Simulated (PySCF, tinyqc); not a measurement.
Inside a calculation (part 2 of 2). Method: FCI on RHF in the 6-311g basis, for H2, spin multiplicity 1. The lowest restricted solution is unstable here: a spin-polarised one lies 0.0017 hartree lower (PySCF). Computed by tinyqc, a small Python program that keeps every step (integrals from PySCF). Command: `OMP_NUM_THREADS=1 python tinyqc.py 29973 29974 out.jsonl` (the two numbers bound the seeds that draw the settings). One thread of a shared host (Intel(R) Xeon(R) Processor @ 2.60GHz), about 0.08 s of CPU time with the checks.

Geometry (angstrom):
```
atom         x         y         z
H     0.000000  0.000000  0.000000
H     0.000000  0.000000  1.262000
```

## FCI: roots

Occupation strings over the orbitals (2 doubly, a alpha, b beta, 0 empty; spin orbitals ordered 1a 1b 2a 2b ...): 200000 a0b000 a0000b b0a000 b0000a 020000 0a0b00 0a00b0 002000 00a00b 0b0a00 000200 000ab0 0b00a0 000ba0 000020 00b00a 000002

Given earlier and not repeated: H - E(HF) between determinants.

Diagonalise (each vector has its largest component positive (the first on a tie)); all determinants have Ms = 0, so triplets appear too. The lowest singlet root is the correlation energy.

lowest roots of this matrix, relative to E(HF) (hartree): [-0.043873, 0.475678, 0.516828, 0.590434, 0.879419, 1.034684, 1.166609, 1.399418]

lowest vectors, order 200000, a0b000, a0000b, b0a000, b0000a, 020000, 0a0b00, 0a00b0, 002000, 00a00b, 0b0a00, 000200, 000ab0, 0b00a0, 000ba0, 000020, 00b00a, 000002:
$$\begin{pmatrix}
0.970877 & 0.000000 & 0.154076 & 0.142900 \\
-0.021986 & 0.701676 & 0.565524 & -0.369751 \\
-0.009271 & 0.025643 & 0.021011 & 0.006835 \\
0.021986 & 0.701676 & -0.565524 & 0.369751 \\
0.009271 & 0.025643 & -0.021011 & -0.006835 \\
-0.177878 & 0.000000 & 0.463226 & 0.818897 \\
0.097399 & -0.081527 & -0.211055 & -0.083315 \\
0.013149 & -0.010294 & -0.027910 & -0.006530 \\
-0.032451 & 0.000000 & -0.152880 & 0.052244 \\
-0.005995 & 0.015150 & -0.014086 & -0.004033 \\
-0.097399 & -0.081527 & 0.211055 & 0.083315 \\
-0.061706 & 0.000000 & 0.080865 & -0.131441 \\
-0.011750 & 0.003390 & 0.010152 & -0.023798 \\
-0.013149 & -0.010294 & 0.027910 & 0.006530 \\
0.011750 & 0.003390 & -0.010152 & 0.023798 \\
-0.006940 & 0.000000 & -0.000023 & -0.013293 \\
0.005995 & 0.015150 & 0.014086 & 0.004033 \\
-0.006569 & 0.000000 & -0.001700 & -0.012057
\end{pmatrix}$$

<S^2> of these roots: [0.000000, 2.000000, 0.000000, 0.000000, 2.000000, 0.000000, 0.000000, 0.000000]

weight of the ground state by excitation level 0, 1, 2, ...: [0.942602, 0.001139, 0.056260]

## The lowest root by the Davidson method

Start from the reference; add the residual divided by (theta - H_ii), orthogonalised, at each step.

Davidson iterations:
```
iteration  subspace  lowest Ritz value (hartree)  residual norm
1                 1                            0       2.14e-01
2                 2                  -0.04196674       6.49e-02
3                 3                  -0.04382863       9.18e-03
4                 4                  -0.04387223       1.15e-03
5                 5                  -0.04387275       1.12e-04
6                 6                  -0.04387276       1.19e-05
7                 7                  -0.04387276       1.55e-06
8                 8                  -0.04387276       8.41e-08
```
